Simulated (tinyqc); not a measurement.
Out-diffusion of a doped substrate or buried layer into a growing epitaxial film: one step, computed by the program tinyqc. Command: `OMP_NUM_THREADS=1 python tinyqc.py 3006335 3006336 out.jsonl buried walk`. One thread of a shared host (Intel(R) Xeon(R) Processor @ 2.30GHz), about 0.01 s of CPU time with the checks.

x is counted from the original substrate surface into the film, whose surface moves as x = v t. Substrate dopant has one diffusivity; the dopant of the film is taken as uniform.

Task: Moving boundary against the simple erfc. For a surface that grows from dopant-free material and loses none by evaporation, with u = x/l and s = G - u: C/C_s = (1/2) [erfc(u) + (1 + 4 G (G + s)) exp(4 G s) erfc(G + s) - (4G/sqrt(pi)) exp(-u^2)]; for large G it tends to (1/2) erfc(u). Early in the growth G = sqrt(v x_s/(4 D)) for the thickness x_s reached so far; rows give C at the interface (u = 0) and at the surface (u = G).

Inputs (values chosen for the exercise, modelled on arsenic in silicon): substrate concentration C_s = 2.1e+18 1/cm^3; growth rate v = 0.085 um/min; growth temperature T = 1125 C.

Film doping: same type as the substrate.

diffusivity D = 4.006546e-14 cm^2/s

Give: The first stage of growth.

Result:

The first stage of growth:

| G | C/C_s at the interface | C at the surface (1/cm^3) | simple erfc there (1/cm^3) | ratio | thickness x_s (nm) |
|---|---|---|---|---|---|
| 0.10 | 0.8240 | 1.667e+18 | 9.319e+17 | 1.788 | 1.131e-01 |
| 0.25 | 0.6797 | 1.153e+18 | 7.599e+17 | 1.518 | 7.070e-01 |
| 0.50 | 0.5772 | 5.877e+17 | 5.035e+17 | 1.167 | 2.828e+00 |
| 0.75 | 0.5381 | 2.764e+17 | 3.033e+17 | 0.911 | 6.363e+00 |
| 1.00 | 0.5209 | 1.193e+17 | 1.652e+17 | 0.722 | 1.131e+01 |
| 1.50 | 0.5079 | 1.686e+16 | 3.559e+16 | 0.474 | 2.545e+01 |
| 2.00 | 0.5037 | 1.608e+15 | 4.912e+15 | 0.327 | 4.525e+01 |
| 2.50 | 0.5020 | 1.011e+14 | 4.273e+14 | 0.237 | 7.070e+01 |
| 3.00 | 0.5012 | 4.117e+12 | 2.320e+13 | 0.177 | 1.018e+02 |

Caution: rows with a thickness or a length l = x_s/G below about 1 nm are formal for a continuum model.
